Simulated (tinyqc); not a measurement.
## Core-level spacing from the offsets

Question. For an overlayer B on a substrate A, dEv = (iB - iA) - (cB - vB) + (cA - vA) in binding energies, and dEc + dEv = EgB - EgA. Find dEv and the spacing iB - iA that a thin film must show.

Inputs (values chosen for the exercise):
- EgA = 0.66 eV (gap of the substrate A)
- EgB = 5.94 eV (gap of the overlayer B)

dEc = 1.2845091 eV
cA - vA = 63.475491 eV
cB - vB = 99.03 eV

Solution. The gaps give dEv, and the Kraut relation is solved for the spacing.

dEv = 3.9955 eV
iB - iA = 39.550 eV

Numbers from tinyqc (`OMP_NUM_THREADS=1 python tinyqc.py 2410095 2410096 out.jsonl`; about 0.01 s on one thread of a shared Intel Xeon 2.30GHz).
